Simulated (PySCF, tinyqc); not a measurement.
Ways to converge the cycle: SCF convergence aids in the 3-21g basis, for Be, spin multiplicity 1. Computed by the program tinyqc with PySCF. 

Geometry (angstrom):
```
atom       x       y       z
Be    0.0000  0.0000  0.0000
```

lowest restricted solution found by these runs and by PySCF = -14.486820 hartree

RHF with one setting changed at a time; a run stops when the energy changes by less than 1e-09 hartree and the error matrix is below 1e-5. The start is the Wolfsberg-Helmholz matrix. Damping d keeps d of the old density; a shift (hartree) raises the virtual levels; DIIS n extrapolates F over n matrices.

Largest element of the error matrix X^T (FDS - SDF) X:
```
iteration    plain  damping 0.3  damping 0.6  shift 0.4   DIIS 3   DIIS 8
1          2.7e-01      2.7e-01      2.7e-01    2.7e-01  2.7e-01  2.7e-01
2          6.0e-02      1.2e-01      1.9e-01    1.4e-01  6.0e-02  6.0e-02
3          1.2e-02      5.5e-02      1.3e-01    6.6e-02  4.6e-03  4.6e-03
4          2.2e-03      2.4e-02      8.8e-02    3.0e-02  5.5e-05  5.5e-05
5          4.2e-04      1.1e-02      6.0e-02    1.3e-02  7.8e-09  1.6e-09
6          7.9e-05      4.7e-03      4.1e-02    6.0e-03  3.3e-13  7.9e-10
8          2.8e-06      8.9e-04      1.9e-02    1.2e-03        -        -
10               -      1.7e-04      8.8e-03    2.4e-04        -        -
14               -      5.9e-06      1.9e-03    9.4e-06        -        -
20               -            -      1.8e-04          -        -        -
30               -            -      3.7e-06          -        -        -
```

How each run ends:
```
run          iterations  E (hartree)         state
plain                 8    -14.48682  lowest found
damping 0.3          18    -14.48682  lowest found
damping 0.6          37    -14.48682  lowest found
shift 0.4            14    -14.48682  lowest found
DIIS 3                6    -14.48682  lowest found
DIIS 8                6    -14.48682  lowest found
```

6 of 6 runs reach the lowest restricted solution found, in 6 to 37 iterations (fastest: DIIS 3, DIIS 8). Plain steps already contract here, so damping only slows them. DIIS 3 and DIIS 8 gain by cancelling the error over several earlier matrices, much as a quasi-Newton step does. The restricted reference is unstable here: a spin-polarised solution lies 0.0003 hartree lower (PySCF), so results built on it describe a poor reference.
